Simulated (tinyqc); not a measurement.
Eight-band Kane k.p model, step by step. Values are carried at full precision from step to step, so a last printed digit may differ when a step is redone from the rounded ones.

Constants: hbar^2/2m0 = 3.80998211 eV angstrom^2.

Values chosen for the exercise (near those of InAs; shifted at random, so the results belong to these values and not to a real crystal): Eg = 0.395 eV (gap at Gamma to the s-like level); Dso = 0.388 eV (spin-orbit splitting); Ep = 21.7 eV (Kane energy); me = 0.0274 m0 (electron mass at Gamma); g1 = 19.9 (Luttinger gamma1); g2 = 8.42 (gamma2); g3 = 9.13 (gamma3); k = (0.024, 0.018, 0) 1/angstrom (wave vector); kmax = 0.08 1/angstrom (end of the path).

## Derived values

P = sqrt(Ep c); A = 1/me - Ep (Eg + 2 Dso/3)/(Eg (Eg + Dso)) keeps the electron mass; g1' = g1 - Ep/(3 Eg), g2' = g2 - Ep/(6 Eg), g3' = g3 - Ep/(6 Eg) remove the coupling to S that the Luttinger values already hold; L = -c (g1' + 4 g2'), M = -c (g1' - 2 g2'), N = -6 c g3'. c = hbar^2/2m0.

P = 9.0927 eV angstrom
A = -9.3661

g1', g2', g3': 1.5878  -0.7361  -0.0261

L, M, N (eV angstrom^2): 5.1690  -11.6585  0.5971

The coupling to the valence bands supplies 45.86, against 1/me = 36.50; A makes up the difference. The diagonal terms in A and L bend towards the gap, so the set should be tested for spurious states at large k.

## The Hamiltonian at one k

Eight-band Kane model, basis S, X, Y, Z times spin, zero of energy at the top of the unstrained valence band, c = hbar^2/2m0. Within each spin: H_SS = Eg + A c k^2, H_SX = i P kx (likewise Y, Z), H_XX = -Dso/3 + L kx^2 + M (ky^2 + kz^2), H_XY = N kx ky, and cyclic. Spin-orbit term (Dso/3) L.sigma on X, Y, Z with (L_k)_ij = -i epsilon_kij: <X+|H|Y+> = -i Dso/3, <X+|H|Z-> = Dso/3, <Y+|H|Z-> = -i Dso/3, <Z+|H|X-> = -Dso/3, <Z+|H|Y-> = i Dso/3, <X-|H|Y-> = i Dso/3, and their conjugates; + and - are the spin along z. Terms from inversion asymmetry are left out, so every level is twofold.

Fill in the matrix.

H(k) (eV), lower triangle (Hermitian):
```
          S+              X+       Y+        Z+        S-              X-
S+    0.3629
X+  -0.2182i         -0.1301
Y+  -0.1637i  0.0003+0.1293i  -0.1344
Z+         0               0        0   -0.1398
S-         0               0        0         0    0.3629
X-         0               0        0   -0.1293  -0.2182i         -0.1301
Y-         0               0        0  -0.1293i  -0.1637i  0.0003-0.1293i
Z-         0          0.1293  0.1293i         0         0               0

         Y-       Z-
Y-  -0.1344
Z-        0  -0.1398
```

## Levels and orbital character

Diagonalise H; the levels come in pairs. The weights are summed over spin and averaged over each pair.

levels, each twofold (eV): -0.4296  -0.0963  -0.0070  0.4915

weights:
```
   pair 1  pair 2  pair 3  pair 4
S   0.050   0.140   0.000   0.810
X   0.361   0.329   0.193   0.118
Y   0.322   0.282   0.329   0.068
Z   0.268   0.249   0.478   0.005
```

The conduction pair has 19.0 % valence character at this k; the valence pair with most S character is pair 2 (14.0 %).

## Bands along [110] and [111]

The same diagonalisation at six points |k| = 0, kmax/5, ..., kmax along each direction.

Levels (eV):
```
direction  |k| (1/angstrom)   pair 1   pair 2   pair 3  pair 4
[110]                 0.000  -0.3880   0.0000   0.0000  0.3950
[110]                 0.016  -0.3989  -0.0334  -0.0019  0.4275
[110]                 0.032  -0.4361  -0.1061  -0.0077  0.5018
[110]                 0.048  -0.5104  -0.1794  -0.0171  0.5899
[110]                 0.064  -0.6272  -0.2358  -0.0300  0.6795
[110]                 0.080  -0.7789  -0.2786  -0.0459  0.7659
[111]                 0.000  -0.3880   0.0000   0.0000  0.3950
[111]                 0.016  -0.3990  -0.0336  -0.0016  0.4274
[111]                 0.032  -0.4366  -0.1064  -0.0064  0.5013
[111]                 0.048  -0.5127  -0.1781  -0.0144  0.5882
[111]                 0.064  -0.6327  -0.2309  -0.0256  0.6757
[111]                 0.080  -0.7881  -0.2686  -0.0400  0.7591
```

At kmax the conduction band lies 6.8 meV and the top valence band 5.9 meV apart between the two directions. k.p holds near Gamma; the zone edge lies near 1 1/angstrom.

## Masses at Gamma

m*/m0 = c h^2/(E(h) - E(0)) with |k| = h = 0.0001 1/angstrom; negative values are hole-like.

Masses (m0):
```
direction  pair 1  pair 2  pair 3  pair 4
[110]      -0.092  -0.026  -0.504   0.027
[111]      -0.092  -0.026  -0.610   0.027
```

Without strain the limits are known: me for pair 4, -1/(g1 -/+ 2 g2) for the heavy and light holes along [100], -1/(g1 -/+ 2 g3) along [111], and -1/(g1 - Ep Dso/(3 Eg (Eg + Dso))) = -0.092 for the split-off band.

## Checks

- Electron mass of the unstrained model by finite differences against the input me: both 0.02740.
- Heavy-hole mass along [100] against 1/(g1 - 2 g2): both 0.3268.
- Light-hole mass along [100] against 1/(g1 + 2 g2): both 0.02722.

Computed by tinyqc, a small Python program: `OMP_NUM_THREADS=1 python tinyqc.py 1080376 1080377 out.jsonl` (the numbers bound the seed that draws the inputs); one thread of a shared host (Intel(R) Xeon(R) Processor @ 2.30GHz), about 0.07 s for the whole set of steps.
